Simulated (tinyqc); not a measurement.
Interface traps by the conductance method, a continuum of levels: one step of the calculation.

MOS capacitor on an n-type substrate; psi is the band bending, negative in depletion; only majority carriers are counted. The traps exchange electrons with the conduction band; their admittance lies in parallel with Cd, and that pair in series with Cox and Rs. w = 2 pi f.

Question. Capacitances and time constant. Cox = 3.9 eps0/EOT, LD = sqrt(eps0 eps_r Vt/(q Nd)), u = psi/Vt, Cd = (eps0 eps_r/(sqrt(2) LD)) |exp(u) - 1|/sqrt(exp(u) - u - 1); ns = Nd exp(u); tau = 1/(sn vth ns), Cit = q Dit (Dit per eV).

Parameters, values chosen for the exercise; band and dielectric values close to those of In0.53Ga0.47As:

| symbol | value | unit | meaning |
|---|---|---|---|
| T | 300 | K | temperature |
| eps_r | 14.2 |  | relative permittivity |
| Nd | 2.1e16 | cm^-3 | donor density |
| EOT | 2.4 | nm | equivalent oxide thickness |
| ps | -0.31 | V | band bending psi |
| sn | 3e-17 | cm^2 | capture cross-section for electrons |
| vth | 5.7e7 | cm/s | thermal velocity |
| Dit | 1.2e11 | cm^-2 eV^-1 | interface trap density |

Constants: q = 1.602176634e-19 C, kB = 1.380649e-23 J/K, Vt = kB T/q, eps0 = 8.8541878128e-14 F/cm where lengths are in cm. Results are converted to the units shown.

Wanted: Cox; Cd; ns; tau; Cit.

Answer.

Cox = 1439 nF/cm^2
Cd = 86.28 nF/cm^2
ns = 1.302e11 cm^-3
tau = 0.004493 s
Cit = 19.23 nF/cm^2

Range of the model: In a narrow-gap semiconductor minority carriers respond as well once the bending nears the inversion point; they are left out.

Computed by the program tinyqc: `OMP_NUM_THREADS=1 python tinyqc.py 2030044 2030045 out.jsonl`, one thread of a shared Intel Xeon 2.30GHz, about 0.01 s for the whole run.
